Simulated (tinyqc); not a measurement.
CID on RHF in the 6-311g basis, for H2, spin multiplicity 1, step by step (part 1 of 2). Computed by tinyqc, a small Python program that keeps every step (integrals from PySCF). Settings: charge = 0, multiplicity = 1, basis = 6-311g, method = RHF, energy threshold = 1e-10, iteration cap = 85, orthogonalisation = canonical, start = atomic densities, DIIS depth = 6, ci = CID, davidson = 1. Command: `OMP_NUM_THREADS=1 python tinyqc.py 28150 28151 out.jsonl` (the two numbers bound the seeds that draw the settings). One thread of a shared host (Intel(R) Xeon(R) Processor @ 2.60GHz), about 0.1 s of CPU time with the checks. Later iterations appear only in the table of the cycle.

## One-electron integrals

Geometry (angstrom):
```
atom         x         y         z
H     0.000000  0.000000  0.000000
H     0.000000  0.000000  1.071000
```

Basis 6-311g: exponents (1/bohr^2) and contraction coefficients of normalised primitives:
```
element  l (shell)   exponent  coefficient
H            s (1)  33.865000     0.025494
H            s (1)   5.094790     0.190373
H            s (1)   1.158790     0.852161
H            s (2)   0.325840     1.000000
H            s (3)   0.102741     1.000000
```

Overlap, kinetic and nuclear-attraction integrals over the contracted functions; the nuclear repulsion is the sum of Za Zb / Rab.

nuclear repulsion = 0.49409637 hartree

overlap S, lower triangle:
```
          1H 1s     1H 2s     1H 3s     2H 1s     2H 2s     2H 3s
1H 1s  1.000000
1H 2s  0.706377  1.000000
1H 3s  0.373664  0.788963  1.000000
2H 1s  0.072406  0.244827  0.253354  1.000000
2H 2s  0.244827  0.513068  0.572929  0.706377  1.000000
2H 3s  0.253354  0.572929  0.810243  0.373664  0.788963  1.000000
```

kinetic energy T (hartree), lower triangle:
```
           1H 1s     1H 2s     1H 3s     2H 1s     2H 2s     2H 3s
1H 1s   2.304348
1H 2s   0.549119  0.488760
1H 3s   0.106346  0.184881  0.154112
2H 1s  -0.089953  0.055525  0.053415  2.304348
2H 2s   0.055525  0.139202  0.105619  0.549119  0.488760
2H 3s   0.053415  0.105619  0.107351  0.106346  0.184881  0.154112
```

nuclear attraction V (hartree), lower triangle:
```
           1H 1s      1H 2s      1H 3s      2H 1s      2H 2s      2H 3s
1H 1s  -2.605188
1H 2s  -1.409590  -1.394695
1H 3s  -0.699398  -0.948872  -0.909502
2H 1s  -0.143375  -0.484857  -0.480233  -2.605188
2H 2s  -0.484857  -0.762572  -0.724313  -1.409590  -1.394695
2H 3s  -0.480233  -0.724313  -0.774227  -0.699398  -0.948872  -0.909502
```

core Hamiltonian H = T + V (hartree), lower triangle:
```
           1H 1s      1H 2s      1H 3s      2H 1s      2H 2s      2H 3s
1H 1s  -0.300840
1H 2s  -0.860471  -0.905935
1H 3s  -0.593052  -0.763990  -0.755390
2H 1s  -0.233328  -0.429333  -0.426818  -0.300840
2H 2s  -0.429333  -0.623370  -0.618693  -0.860471  -0.905935
2H 3s  -0.426818  -0.618693  -0.666876  -0.593052  -0.763990  -0.755390
```

## Two-electron integrals

Functions are numbered as in S; the eight-fold symmetry (ij|kl) = (ji|kl) = (kl|ij) leaves the list below.

Two-electron integrals (ij|kl) in chemists' order, unique and non-zero (hartree):
```
(11|11) 1.393035   (21|11) 0.822971   (21|21) 0.509703   (22|11) 0.822904
(22|21) 0.543028   (22|22) 0.644106   (31|11) 0.411256   (31|21) 0.257757
(31|22) 0.279868   (31|31) 0.130794   (32|11) 0.543681   (32|21) 0.365771
(32|22) 0.452669   (32|31) 0.189803   (32|32) 0.325140   (33|11) 0.494021
(33|21) 0.340115   (33|22) 0.445993   (33|31) 0.178035   (33|32) 0.331779
(33|33) 0.361682   (41|11) 0.064731   (41|21) 0.042553   (41|22) 0.049642
(41|31) 0.021884   (41|32) 0.034498   (41|33) 0.033343   (41|41) 0.006354
(42|11) 0.148963   (42|21) 0.102914   (42|22) 0.133586   (42|31) 0.053866
(42|32) 0.097677   (42|33) 0.101668   (42|41) 0.017410   (42|42) 0.060254
(43|11) 0.133796   (43|21) 0.093307   (43|22) 0.124630   (43|31) 0.049037
(43|32) 0.092800   (43|33) 0.099684   (43|41) 0.015816   (43|42) 0.059094
(43|43) 0.060007   (44|11) 0.493525   (44|21) 0.347385   (44|22) 0.475629
(44|31) 0.183279   (44|32) 0.358344   (44|33) 0.390228   (44|41) 0.064731
(44|42) 0.267233   (44|43) 0.276569   (44|44) 1.393035   (51|11) 0.267233
(51|21) 0.167833   (51|22) 0.182767   (51|31) 0.085211   (51|32) 0.124067
(51|33) 0.116506   (51|41) 0.017410   (51|42) 0.043381   (51|43) 0.039185
(51|44) 0.148963   (51|51) 0.060254   (52|11) 0.356438   (52|21) 0.239989
(52|22) 0.297119   (52|31) 0.124554   (52|32) 0.213284   (52|33) 0.217186
(52|41) 0.029888   (52|42) 0.091137   (52|43) 0.087657   (52|44) 0.356438
(52|51) 0.091137   (52|52) 0.169554   (53|11) 0.303790   (53|21) 0.208866
(53|22) 0.272361   (53|31) 0.109260   (53|32) 0.201589   (53|33) 0.216935
(53|41) 0.027242   (53|42) 0.091772   (53|43) 0.092305   (53|44) 0.383535
(53|51) 0.080327   (53|52) 0.164708   (53|53) 0.171458   (54|11) 0.347385
(54|21) 0.243678   (54|22) 0.330950   (54|31) 0.128378   (54|32) 0.248854
(54|33) 0.271529   (54|41) 0.042553   (54|42) 0.167833   (54|43) 0.173625
(54|44) 0.822971   (54|51) 0.102914   (54|52) 0.239989   (54|53) 0.258716
(54|54) 0.509703   (55|11) 0.475629   (55|21) 0.330950   (55|22) 0.443552
(55|31) 0.173883   (55|32) 0.333078   (55|33) 0.366654   (55|41) 0.049642
(55|42) 0.182767   (55|43) 0.189024   (55|44) 0.822904   (55|51) 0.133586
(55|52) 0.297119   (55|53) 0.322171   (55|54) 0.543028   (55|55) 0.644106
(61|11) 0.276569   (61|21) 0.173625   (61|22) 0.189024   (61|31) 0.088145
(61|32) 0.128321   (61|33) 0.120521   (61|41) 0.015816   (61|42) 0.039185
(61|43) 0.035599   (61|44) 0.133796   (61|51) 0.059094   (61|52) 0.087657
(61|53) 0.077108   (61|54) 0.093307   (61|55) 0.124630   (61|61) 0.060007
(62|11) 0.383535   (62|21) 0.258716   (62|22) 0.322171   (62|31) 0.134381
(62|32) 0.232199   (62|33) 0.238331   (62|41) 0.027242   (62|42) 0.080327
(62|43) 0.077108   (62|44) 0.303790   (62|51) 0.091772   (62|52) 0.164708
(62|53) 0.158782   (62|54) 0.208866   (62|55) 0.272361   (62|61) 0.092305
(62|62) 0.171458   (63|11) 0.375549   (63|21) 0.259357   (63|22) 0.342983
(63|31) 0.135928   (63|32) 0.256603   (63|33) 0.283089   (63|41) 0.028758
(63|42) 0.093385   (63|43) 0.093672   (63|44) 0.375549   (63|51) 0.093385
(63|52) 0.185404   (63|53) 0.192734   (63|54) 0.259357   (63|55) 0.342983
(63|61) 0.093672   (63|62) 0.192734   (63|63) 0.237442   (64|11) 0.183279
(64|21) 0.128378   (64|22) 0.173883   (64|31) 0.067598   (64|32) 0.130683
(64|33) 0.142733   (64|41) 0.021884   (64|42) 0.085211   (64|43) 0.088145
(64|44) 0.411256   (64|51) 0.053866   (64|52) 0.124554   (64|53) 0.134381
(64|54) 0.257757   (64|55) 0.279868   (64|61) 0.049037   (64|62) 0.109260
(64|63) 0.135928   (64|64) 0.130794   (65|11) 0.358344   (65|21) 0.248854
(65|22) 0.333078   (65|31) 0.130683   (65|32) 0.250603   (65|33) 0.278292
(65|41) 0.034498   (65|42) 0.124067   (65|43) 0.128321   (65|44) 0.543681
(65|51) 0.097677   (65|52) 0.213284   (65|53) 0.232199   (65|54) 0.365771
(65|55) 0.452669   (65|61) 0.092800   (65|62) 0.201589   (65|63) 0.256603
(65|64) 0.189803   (65|65) 0.325140   (66|11) 0.390228   (66|21) 0.271529
(66|22) 0.366654   (66|31) 0.142733   (66|32) 0.278292   (66|33) 0.316758
(66|41) 0.033343   (66|42) 0.116506   (66|43) 0.120521   (66|44) 0.494021
(66|51) 0.101668   (66|52) 0.217186   (66|53) 0.238331   (66|54) 0.340115
(66|55) 0.445993   (66|61) 0.099684   (66|62) 0.216935   (66|63) 0.283089
(66|64) 0.178035   (66|65) 0.331779   (66|66) 0.361682
```

## Orthogonalisation

S = U s U^T; canonical form X = U s^(-1/2), so that X^T S X = 1. Each column of U has its largest component positive (the first on a tie).

eigenvalues of S: 0.051817  0.131278  0.289341  0.733677  1.263126  3.530761

X:
```
               1          2          3          4          5         6
1H 1s   0.669111  -0.930190  -0.704056   0.640940   0.513741  0.155171
1H 2s  -1.888415   1.485797   0.763549   0.107342   0.340593  0.239034
1H 3s   2.373928  -0.857821   0.805832  -0.509090   0.126134  0.245759
2H 1s  -0.669111  -0.930190   0.704056   0.640940  -0.513741  0.155171
2H 2s   1.888415   1.485797  -0.763549   0.107342  -0.340593  0.239034
2H 3s  -2.373928  -0.857821  -0.805832  -0.509090  -0.126134  0.245759
```

## Starting guess

The start is atomic minimal-basis densities projected into this basis (PySCF's MINAO start) and scaled to the electron count of each spin; this density is not idempotent, so its energy is not variational and may lie below the converged one.

D at the start, lower triangle:
```
           1H 1s      1H 2s     1H 3s     2H 1s     2H 2s     2H 3s
1H 1s   0.095718
1H 2s   0.155568   0.252956
1H 3s   0.098444   0.159932  0.101285
2H 1s   0.001392  -0.001059  0.003348  0.095718
2H 2s  -0.001059  -0.007122  0.002025  0.155568  0.252956
2H 3s   0.003348   0.002025  0.005413  0.098444  0.159932  0.101285
```

## Iteration 1: building the Fock matrix

J_ij = sum D_kl (ij|kl), K_ij = sum D_kl (ik|jl); F = H + J - 0.5 K; E = tr D H + tr D J / 2 - 0.25 tr D K + E_nn.

Coulomb J (hartree), lower triangle:
```
          1H 1s     1H 2s     1H 3s     2H 1s     2H 2s     2H 3s
1H 1s  1.372151
1H 2s  0.904693  1.097785
1H 3s  0.467258  0.787985  0.810438
2H 1s  0.101689  0.325405  0.322642  1.372151
2H 2s  0.325405  0.599172  0.596419  0.904693  1.097785
2H 3s  0.322642  0.596419  0.684259  0.467258  0.787985  0.810438
```

exchange K (hartree), lower triangle:
```
          1H 1s     1H 2s     1H 3s     2H 1s     2H 2s     2H 3s
1H 1s  0.745487
1H 2s  0.707061  0.795624
1H 3s  0.497873  0.618122  0.517002
2H 1s  0.212154  0.390547  0.392381  0.745487
2H 2s  0.390547  0.577358  0.538424  0.707061  0.795624
2H 3s  0.392381  0.538424  0.485509  0.497873  0.618122  0.517002
```

Fock matrix F (hartree), lower triangle:
```
           1H 1s      1H 2s      1H 3s      2H 1s      2H 2s      2H 3s
1H 1s   0.698567
1H 2s  -0.309308  -0.205962
1H 3s  -0.374731  -0.285066  -0.203454
2H 1s  -0.237716  -0.299201  -0.300366   0.698567
2H 2s  -0.299201  -0.312877  -0.291486  -0.309308  -0.205962
2H 3s  -0.300366  -0.291486  -0.225372  -0.374731  -0.285066  -0.203454
```

total energy of this density = -0.74210046 hartree

This density is the starting one; it is not idempotent, so its energy is not variational and may lie below the converged one.

## Iteration 1: diagonalisation and new density

Diagonalise F' = X^T F X, C = X C', fill 1 alpha and 1 beta electrons from the bottom; D = 2 C_occ C_occ^T. Each column has its largest component positive (the first on a tie).

F' = X^T F X (hartree), lower triangle:
```
           1          2          3          4         5          6
1   1.311417
2   0.000000   2.024276
3  -0.971691   0.000000   1.287645
4   0.000000  -1.045655   0.000000   0.984095
5   0.347674   0.000000  -0.663933   0.000000  0.494483
6   0.000000  -0.026985   0.000000  -0.030496  0.000000  -0.417634
```

orbital energies (hartree): MO1 -0.419779, MO2 0.065339, MO3 0.338460, MO4 0.502963, MO5 2.525243, MO6 2.672057

coefficients C:
```
            MO1        MO2        MO3        MO4        MO5        MO6
1H 1s  0.155361   0.126809  -0.046878  -0.095660  -1.087245  -1.128628
1H 2s  0.287690   0.196514  -0.859618  -1.254213   1.628943   1.206045
1H 3s  0.197503   1.254242   0.896236   1.919521  -1.021336  -0.461715
2H 1s  0.155361  -0.126809  -0.046878   0.095660   1.087245  -1.128628
2H 2s  0.287690  -0.196514  -0.859618   1.254213  -1.628943   1.206045
2H 3s  0.197503  -1.254242   0.896236  -1.919521   1.021336  -0.461715
```

D after iteration 1, lower triangle:
```
          1H 1s     1H 2s     1H 3s     2H 1s     2H 2s     2H 3s
1H 1s  0.048274
1H 2s  0.089391  0.165531
1H 3s  0.061368  0.113639  0.078015
2H 1s  0.048274  0.089391  0.061368  0.048274
2H 2s  0.089391  0.165531  0.113639  0.089391  0.165531
2H 3s  0.061368  0.113639  0.078015  0.061368  0.113639  0.078015
```

## Iteration 6 (converged): orbitals

converged F (hartree), lower triangle:
```
           1H 1s      1H 2s      1H 3s      2H 1s      2H 2s      2H 3s
1H 1s   0.693287
1H 2s  -0.335203  -0.261506
1H 3s  -0.407935  -0.341849  -0.257028
2H 1s  -0.305348  -0.372030  -0.352029   0.693287
2H 2s  -0.372030  -0.400586  -0.360736  -0.335203  -0.261506
2H 3s  -0.352029  -0.360736  -0.283575  -0.407935  -0.341849  -0.257028
```

As before.

F' = X^T F X (hartree), lower triangle:
```
           1          2          3          4         5          6
1   1.305342
2   0.000000   2.018554
3  -0.967271   0.000000   1.280849
4   0.000000  -1.043534   0.000000   0.974097
5   0.344626   0.000000  -0.655806   0.000000  0.574782
6   0.000000  -0.041142   0.000000  -0.047223  0.000000  -0.508225
```

orbital energies (hartree): MO1 -0.512792, MO2 0.109709, MO3 0.333947, MO4 0.531486, MO5 2.519777, MO6 2.663271

coefficients C:
```
            MO1        MO2        MO3        MO4        MO5        MO6
1H 1s  0.155273   0.110201  -0.045241  -0.098340  -1.088815  -1.128707
1H 2s  0.306082   0.097053  -0.852009  -1.278708   1.618830   1.206916
1H 3s  0.178933   1.410835   0.899426   1.809467  -1.017930  -0.463080
2H 1s  0.155273  -0.110201  -0.045241   0.098340   1.088815  -1.128707
2H 2s  0.306082  -0.097053  -0.852009   1.278708  -1.618830   1.206916
2H 3s  0.178933  -1.410835   0.899426  -1.809467   1.017930  -0.463080
```

D after iteration 6, lower triangle:
```
          1H 1s     1H 2s     1H 3s     2H 1s     2H 2s     2H 3s
1H 1s  0.048219
1H 2s  0.095052  0.187372
1H 3s  0.055567  0.109536  0.064034
2H 1s  0.048219  0.095052  0.055567  0.048219
2H 2s  0.095052  0.187372  0.109536  0.095052  0.187372
2H 3s  0.055567  0.109536  0.064034  0.055567  0.109536  0.064034
```

## Convergence

Stop when the energy changes by less than 1e-10 hartree and every element of the error matrix X^T (F D S - S D F) X is below 3e-06.

Course of the cycle:
```
iteration  E (hartree)     change  largest element of the error matrix
1          -0.74210046          -                             1.79e-01
2          -1.08298354  -3.41e-01                             2.04e-02
3          -1.08349228  -5.09e-04                             4.75e-03
4          -1.08352389  -3.16e-05                             2.84e-05
5          -1.08352389  -3.19e-10                             2.33e-06
6          -1.08352389  -4.00e-12                             8.20e-10
```

PySCF RHF in the same basis = -1.08352389 hartree

Converged in 6 iterations.

## Populations, bond orders and dipole

Mulliken: Z minus the diagonal of D S on the atom; Loewdin: the same with S^(1/2) D S^(1/2); Mayer order: 2 sum_s sum (D(s) S)_ij (D(s) S)_ji over the two atoms.

Charges (e):
```
atom  Mulliken  Loewdin
1H           0        0
2H           0        0
```

Mayer bond orders:
```
pair     order
2-1   1.000000
```

dipole moment about the origin, x y z (debye): 0.000000  0.000000  0.000000

## Integrals over molecular orbitals

(pq|rs) = sum C_ip C_jq C_kr C_ls (ij|kl), one index at a time.

one-electron integrals over orbitals h = C^T H C (hartree), lower triangle:
```
           1          2          3          4         5         6
1  -1.064828
2   0.000000  -0.560736
3   0.116276   0.000000  -0.318183
4   0.000000   0.202449   0.000000  -0.258763
5   0.000000   0.031975   0.000000  -0.189541  1.435956
6   0.054188   0.000000  -0.129463   0.000000  0.000000  1.560672
```

Two-electron integrals over orbitals (pq|rs), unique and non-zero (hartree):
```
(11|11) 0.552036    (21|21) 0.080966    (22|11) 0.375706    (22|22) 0.323588
(31|11) -0.116276   (31|22) -0.043814   (31|31) 0.053493    (32|21) 0.008637
(32|32) 0.027587    (33|11) 0.352812    (33|22) 0.283921    (33|31) -0.040004
(33|33) 0.280831    (41|21) -0.076477   (41|32) 0.013931    (41|41) 0.091733
(42|11) -0.139463   (42|22) -0.065328   (42|31) 0.050689    (42|33) -0.053475
(42|42) 0.068079    (43|21) 0.056794    (43|32) 0.011337    (43|41) -0.051309
(43|43) 0.046880    (44|11) 0.440991    (44|22) 0.337027    (44|31) -0.078641
(44|33) 0.303288    (44|42) -0.099609   (44|44) 0.382062    (51|21) -0.028365
(51|32) 0.021060    (51|41) 0.050617    (51|43) -0.027504   (51|51) 0.069552
(52|11) -0.030170   (52|22) 0.002803    (52|31) 0.025463    (52|33) -0.007242
(52|42) 0.015675    (52|44) -0.022380   (52|52) 0.032234    (53|21) 0.035394
(53|32) -0.010760   (53|41) -0.046564   (53|43) 0.024820    (53|51) -0.039977
(53|53) 0.031123    (54|11) 0.120079    (54|22) 0.044651    (54|31) -0.055649
(54|33) 0.046259    (54|42) -0.055014   (54|44) 0.086275    (54|52) -0.042527
(54|54) 0.080954    (55|11) 0.576687    (55|22) 0.392165    (55|31) -0.136120
(55|33) 0.358114    (55|42) -0.160317   (55|44) 0.475583    (55|52) -0.066089
(55|54) 0.178266    (55|55) 0.699239    (61|11) -0.054188   (61|22) -0.020783
(61|31) 0.035211    (61|33) -0.017220   (61|42) 0.032937    (61|44) -0.051210
(61|52) 0.039364    (61|54) -0.063705   (61|55) -0.123462   (61|61) 0.067341
(62|21) -0.017046   (62|32) 0.009673    (62|41) 0.028059    (62|43) -0.017894
(62|51) 0.039648    (62|53) -0.021414   (62|62) 0.024822    (63|11) 0.082337
(63|22) 0.040529    (63|31) -0.033389   (63|33) 0.031372    (63|42) -0.038259
(63|44) 0.063280    (63|52) -0.020666   (63|54) 0.047176    (63|55) 0.120151
(63|61) -0.037761   (63|63) 0.031835    (64|21) 0.036705    (64|32) -0.020777
(64|41) -0.056720   (64|43) 0.028080    (64|51) -0.062042   (64|53) 0.040350
(64|62) -0.036490   (64|64) 0.062649    (65|21) 0.123660    (65|32) -0.016001
(65|41) -0.144416   (65|43) 0.092104    (65|51) -0.116178   (65|53) 0.090586
(65|62) -0.067840   (65|64) 0.120403    (65|65) 0.296826    (66|11) 0.584970
(66|22) 0.387626    (66|31) -0.137387   (66|33) 0.361943    (66|42) -0.163036
(66|44) 0.475953    (66|52) -0.068268   (66|54) 0.179557    (66|55) 0.696945
(66|61) -0.116460   (66|63) 0.118043    (66|66) 0.706075
```

## CID: determinants and Hamiltonian

Hartree-Fock energy = -1.08352389 hartree

Slater-Condon rules over spin orbitals, with the nuclear repulsion added and E(HF) subtracted on the diagonal. Only determinants linked to the reference directly or through others are kept (one block of an abelian symmetry group), so some states are absent.

Occupation strings over the orbitals (2 doubly, a alpha, b beta, 0 empty; spin orbitals ordered 1a 1b 2a 2b ...): 200000 020000 0a0b00 0a00b0 002000 00a00b 0b0a00 000200 000ab0 0b00a0 000ba0 000020 00b00a 000002

H - E(HF) between determinants (hartree), lower triangle:
```
           200000     020000     0a0b00     0a00b0     002000     00a00b     0b0a00     000200
200000   0.000000
020000   0.080966   0.779735
0a0b00  -0.076477   0.137121   1.095148
0a00b0  -0.028365   0.034779  -0.144890   2.845005
002000   0.053493   0.027587   0.011337  -0.010760   1.222084
00a00b   0.035211   0.009673  -0.020777  -0.016001  -0.098091   3.182052
0b0a00   0.076477  -0.137121  -0.068079  -0.015675  -0.011337   0.017894   1.095148
000200   0.091733   0.068079   0.102840  -0.055014   0.046880   0.028080  -0.102840   1.442156
000ab0   0.050617   0.015675  -0.055014   0.042132   0.024820   0.092104  -0.009595  -0.103266
0b00a0   0.028365  -0.034779  -0.015675  -0.032234   0.010760   0.021414  -0.144890   0.055014
000ba0  -0.050617  -0.015675  -0.009595   0.042527  -0.024820  -0.040350  -0.055014   0.103266
000020   0.069552   0.032234  -0.042527  -0.034114   0.031123   0.090586   0.042527   0.080954
00b00a  -0.035211  -0.009673   0.017894   0.021414   0.098091  -0.031835  -0.020777  -0.028080
000002   0.067341   0.024822  -0.036490  -0.067840   0.031835  -0.011419   0.036490   0.062649

           000ab0     0b00a0     000ba0     000020    00b00a    000002
000ab0   3.230396
0b00a0   0.042527   2.845005
000ba0  -0.080954   0.042132   3.230396
000020  -0.011275   0.034114   0.011275   5.148770
00b00a  -0.040350  -0.016001   0.092104  -0.090586  3.182052
000002   0.120403   0.067840  -0.120403   0.296826  0.011419  5.405039
```
